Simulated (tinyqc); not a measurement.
Nanosheet or nanowire with hard walls, valleys of the Si type: sweeps and comparisons. A value that a table varies takes the place of the one given here.

Six ellipsoidal valleys along the cube axes: inverse mass tensor w = 1/mt + (1/ml - 1/mt) a a^T with a the unit axis. Device axes: x along the channel, z = [001], y = z x x.

Hard walls around a W x H rectangle. The block w_c of w in (y, z) confines; the transport mass follows from 1/m_x = w_xx - w_xc w_c^-1 w_cx. The cross-section problem c (w_yy ky^2 + 2 w_yz ky kz + w_zz kz^2), c = hbar^2/2m0, is solved in products sin(n pi y/W) sin(l pi z/H), n, l = 1 to 12; if w_yz = 0 the levels are c pi^2 (w_yy n^2/W^2 + w_zz l^2/H^2). The w_yz term couples (n, l) to (n', l') by -2 c w_yz D_nn'(W) D_ll'(H) with D_nm(L) = 4 n m/(L (n^2 - m^2)) for n + m odd and 0 otherwise.

Without degeneracy the line density is N1 exp((EF - Ec)/kB T) with N1 = sum 2 g sqrt(m_x kB T/(4 pi c)) exp(-E/kB T), here over n, l up to 80 where w_yz = 0 and over all levels of a 12 x 12 sine basis otherwise; the classical value is W H Nc with Nc = 2 g_all (m_dos kB T/(4 pi c))^(3/2), m_dos = (ml mt^2)^(1/3); dVt = kB T ln(W H Nc/N1).

Constants: hbar^2/2m0 = 3.80998211 eV angstrom^2; kB = 8.617333262e-05 eV/K.

Values chosen for the exercise (near those of Si; shifted at random, so the results belong to these values and not to a real crystal): ml = 0.934 m0 (longitudinal mass); mt = 0.19 m0 (transverse mass); T = 77 K (temperature); g_all = 6 (number of valleys); channel = 110 (transport direction x on a (001) wafer); H = 58 angstrom (height, along z = [001]); Ws = (30, 40, 60, 90, 140, 220, 350) angstrom (widths); W = 80 angstrom (width, along y).

## From wire to sheet

Valleys:
```
group  valleys g     w_yy     w_zz   |w_yz|  m_x (m0)
A              2  5.26316  1.07066  0.00000   0.19000
B              4  3.16691  5.26316  0.00000   0.56200
```

Lowest level of each group (groups ordered by w_zz, then w_yy) and dVt against the width.

Results:
```
W (angstrom)  A1 (eV)  B1 (eV)  dVt (mV)
30             0.2319   0.1911     175.1
40             0.1357   0.1333     117.9
60             0.0669   0.0919      63.1
90             0.0364   0.0735      35.7
140            0.0221   0.0649      24.3
220            0.0161   0.0613      20.3
350            0.0136   0.0598      18.6
```

What can be read from the table?

dVt falls from 175 to 19 mV. The lowest group changes from B to A between W = 40 and 60 angstrom (H = 58). At the widest W the lowest level is 0.0136 eV; the film limit c pi^2 w_zz/H^2 of that group is 0.0120 eV.

## Channel direction

The same rectangle along [100] and [110]; groups ordered by w_zz, then w_yy.

Lowest level of each group:
```
channel, group  valleys g   w_yy   w_zz  |w_yz|  m_x (m0)  E (eV)
[100] A                 2  5.263  1.071   0.000     0.190  0.0429
[100] B                 2  1.071  5.263   0.000     0.190  0.0651
[100] C                 2  5.263  5.263   0.000     0.934  0.0898
[110] A                 2  5.263  1.071   0.000     0.190  0.0429
[110] B                 4  3.167  5.263   0.000     0.562  0.0774
```

What can be read from the table?

The lowest subband has m_x = 0.190 m0 and 2 valleys along [100], and 0.190 m0 and 2 valleys along [110]; its edge lies at 0.0429 and 0.0429 eV. These valleys have their axis along z, so turning the channel in the wafer plane leaves them alone; only the higher groups change.

## What each parameter does

E1 and E2 are the two lowest subband edges over all groups. Each row changes one parameter from the base and keeps the others.

Results:
```
case             E1 (eV)  E2 - E1 (meV)  m_x of lowest (m0)  dVt (mV)
base              0.0429           34.5               0.190      41.4
W = 70 angstrom   0.0524           30.8               0.190      49.8
H = 52 angstrom   0.0458           44.7               0.190      43.7
T = 127 K         0.0429           34.5               0.190      44.2
ml = 1.027 m0     0.0418           32.7               0.190      40.6
mt = 0.171 m0     0.0463           35.9               0.171      44.5
```

How do the results move?

The largest shifts from the base row, up to three for each result and ties (the steps differ in size, so this ranks the rows, not the parameters). E1 (eV): W +0.0095, mt +0.0034, H +0.0029; unchanged at the printed digits by T. E2 - E1 (meV): H +10.1, W -3.8, ml -1.9; unchanged at the printed digits by T. m_x of lowest (m0): mt -0.019; unchanged at the printed digits by W, H, T and ml. dVt (mV): W +8.5, mt +3.1, T +2.9.

Run: tinyqc, `OMP_NUM_THREADS=1 python tinyqc.py 1250275 1250276 out.jsonl`; Intel(R) Xeon(R) Processor @ 2.30GHz, one thread, shared host; about 0.03 s of CPU time with all checks.
